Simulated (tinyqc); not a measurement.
# Inputs raised by 5 %, one at a time

Model: scattering rates of a carrier in a spherical band by Fermi's golden rule. Computed by tinyqc, a small Python program. Command: `OMP_NUM_THREADS=1 python tinyqc.py 3009834 3009835 out.jsonl scatter sens`. One thread of a shared host (Intel(R) Xeon(R) Processor @ 2.30GHz), about 0.01 s of CPU time with the checks.

All processes here are isotropic or elastic, and the rate listed is the momentum relaxation rate.

Inputs (values chosen for the exercise, modelled on electrons in germanium):

| quantity | value | unit |
|---|---|---|
| density-of-states mass of one valley m | 0.218 | m_0 |
| non-parabolicity alpha | 0.64 | 1/eV |
| static permittivity eps_s | 16 | - |
| density rho | 5323 | kg/m^3 |
| sound velocity v_l | 5240 | m/s |
| acoustic deformation potential D_A | 10 | eV |
| phonon energy hbar w | 31.8 | meV |
| optical or intervalley deformation potential D_o | 4.8 | 1e8 eV/cm |
| final valleys Z_f | 3 | - |
| ionised impurity density N_I | 1e+15 | 1/cm^3 |
| temperature T | 100 | K |
| carrier energy E | 8.4 | meV |

Crystal: non-polar. Band: Kane. Impurity formula: Brooks-Herring. Further scattering: none.

Constants: k_B = 8.617333262e-05 eV/K; eps_0 = 8.8541878128e-12 F/m; k_B = 1.380649e-23 J/K; e = 1.602176634e-19 C; hbar = 1.054571817e-34 J s; m_0 = 9.1093837015e-31 kg; hbar = 6.582119569e-16 eV s.

Method:
- Phonon occupation N_q = 1/(exp(hbar w/(k_B T)) - 1).
- Debye screening by free carriers of density N_I: L_s = sqrt(eps_s eps_0 k_B T/(e^2 N_I)).
- Kane band: hbar^2 k^2/(2 m) = E (1 + alpha E), speed v = hbar k/(m (1 + 2 alpha E)), states per spin, volume and energy g(E) = m k (1 + 2 alpha E)/(2 pi^2 hbar^2); overlap factors are set to 1. Masses are multiplied by m_0 and all formulas are in SI units.
- Acoustic deformation potential (elastic, equipartition, absorption and emission together): 1/tau = 2 pi k_B T D_A^2 g(E)/(hbar rho v_l^2).
- Singly charged impurities, momentum relaxation: 1/tau = N_I e^4 m (1 + 2 alpha E) Phi/(8 pi (eps_s eps_0)^2 hbar^3 k^3), with alpha = 0 for a parabolic band.
- Brooks-Herring: Phi = ln(1 + b) - b/(1 + b), b = 4 k^2 L_s^2.
- Optical or intervalley deformation potential: 1/tau = (pi Z_f D_o^2/(rho w)) [N_q g(E + hbar w) + (N_q + 1) g(E - hbar w)], with g = 0 below the band edge.
- Rates add: 1/tau_m is the sum, and the mean free path is v tau_m.

Runs:

| input moved | from | to | acoustic rate (1/s) | ionised-impurity rate (1/s) | momentum relaxation time tau_m (fs) | mean free path (nm) |
|---|---|---|---|---|---|---|
| base run | - | - | 2.904e+11 | 1.325e+11 | 2229 | 257.5 |
| density-of-states mass of one valley m (m_0) | 0.218 | 0.2289 | 3.124e+11 | 1.303e+11 | 2126 | 239.6 |
| non-parabolicity alpha (1/eV) | 0.64 | 0.672 | 2.906e+11 | 1.325e+11 | 2228 | 257.2 |
| static permittivity eps_s | 16 | 16.8 | 2.904e+11 | 1.211e+11 | 2288 | 264.2 |
| sound velocity v_l (m/s) | 5240 | 5502 | 2.634e+11 | 1.325e+11 | 2372 | 274.0 |
| acoustic deformation potential D_A (eV) | 10 | 10.5 | 3.201e+11 | 1.325e+11 | 2091 | 241.5 |
| ionised impurity density N_I (1/cm^3) | 1e+15 | 1.05e+15 | 2.904e+11 | 1.381e+11 | 2202 | 254.3 |
| carrier energy E (meV) | 8.4 | 8.82 | 2.977e+11 | 1.241e+11 | 2234 | 264.2 |

Exponents ln(y'/y) / ln(x'/x):

| input | acoustic rate | ionised-impurity rate | momentum relaxation time tau_m | mean free path |
|---|---|---|---|---|
| density-of-states mass of one valley m | 1.500 | -0.342 | -0.973 | -1.473 |
| non-parabolicity alpha | 0.014 | 0.004 | -0.013 | -0.022 |
| static permittivity eps_s | 0.000 | -1.842 | 0.527 | 0.527 |
| sound velocity v_l | -2.000 | 0.000 | 1.272 | 1.272 |
| acoustic deformation potential D_A | 2.000 | 0.000 | -1.317 | -1.317 |
| ionised impurity density N_I | 0.000 | 0.841 | -0.252 | -0.252 |
| carrier energy E | 0.514 | -1.338 | 0.039 | 0.531 |

To which inputs is each result most sensitive?

Among the inputs moved here: acoustic rate answers most in size to sound velocity v_l (exponent -2.000), and about equally to acoustic deformation potential D_A (+2.000); its exponent is below 0.0005 for static permittivity eps_s, ionised impurity density N_I. Its exponent +1.500 in density-of-states mass of one valley m: g(E) scales as m^(3/2). Its exponent -2.000 in sound velocity v_l: the elastic constant rho v_l^2 stands in the denominator. Ionised-impurity rate answers most in size to static permittivity eps_s (exponent -1.842), next to carrier energy E (-1.338); its exponent is below 0.0005 for sound velocity v_l, acoustic deformation potential D_A. momentum relaxation time tau_m answers most in size to acoustic deformation potential D_A (exponent -1.317), next to sound velocity v_l (+1.272). Mean free path answers most in size to density-of-states mass of one valley m (exponent -1.473), next to acoustic deformation potential D_A (-1.317).

Caution (all rows): k times the effective Bohr radius is below 1, so the Born approximation behind the Brooks-Herring rate is rough.
